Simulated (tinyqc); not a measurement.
Printed widths: electron-beam lithography: double-Gaussian proximity function, edge placement and dose correction for parallel lines. Computed by tinyqc, a small Python program. Command: `OMP_NUM_THREADS=1 python tinyqc.py 3110155 3110156 out.jsonl proximity walk`. One thread of a shared host (Intel(R) Xeon(R) Processor @ 2.30GHz), about 0.01 s of CPU time with the checks.

Lines are infinitely long. Absorbed energy is counted so that the middle of a very large area written at dose 1 receives 1; the resist develops where it exceeds 1/2.

Inputs (values chosen for the exercise, of the order of those for 10 keV electrons in resist on silicon): forward range alpha = 0.026 micrometre; backscatter range beta = 1.1 micrometre; backscatter ratio eta = 0.95.

line widths (micrometre): 0.42  0.99  1.7  0.041

gaps between the lines (micrometre): 0.074  0.82  0.07

Method:
- The first line starts at x = 0; each next one starts after the width and the gap.
- f(r) = [exp(-r^2/alpha^2)/alpha^2 + eta exp(-r^2/beta^2)/beta^2]/(pi (1 + eta)). A line from a to b at dose d gives E(x) = d [S(alpha) + eta S(beta)]/(1 + eta), S(s) = [erf((b - x)/s) - erf((a - x)/s)]/2.
- M_ij is the mean of E at the two edges of line i from line j at dose 1.
- Uncorrected edge energies are M 1. Solve M d = 1/2 for the doses d that put the mean edge energy of every line at the threshold.
- Edges are the roots of E(x) = 1/2 between a line centre and the middle of the next gap. Three cases: dose 1 everywhere; one common dose equal to the mean of d; the corrected doses.

Lines (micrometre):
```
line  left edge  right edge  centre
1         0.000       0.420  0.2100
2         0.494       1.484  0.9890
3         2.304       4.004  3.1540
4         4.074       4.115  4.0945
```

corrected doses: 1 1.02579, 2 0.88848, 3 0.93851, 4 1.14307

Width error, printed less drawn (nm):
```
line  drawn width (nm)   dose 1  mean dose  corrected
1                  420   1.4732     1.3785   0.074361
2                  990   9.1859     9.0903  -0.001864
3                 1700   6.0036     5.9093   0.025856
4                   41  -4.7547    -4.8608   0.012912
```

What follows from these numbers?

With the common mean dose the errors span 14.0 nm. With corrected doses the largest error is 0.07 nm.

Extremes, crossings and ranges named in words are read from the listed rows.
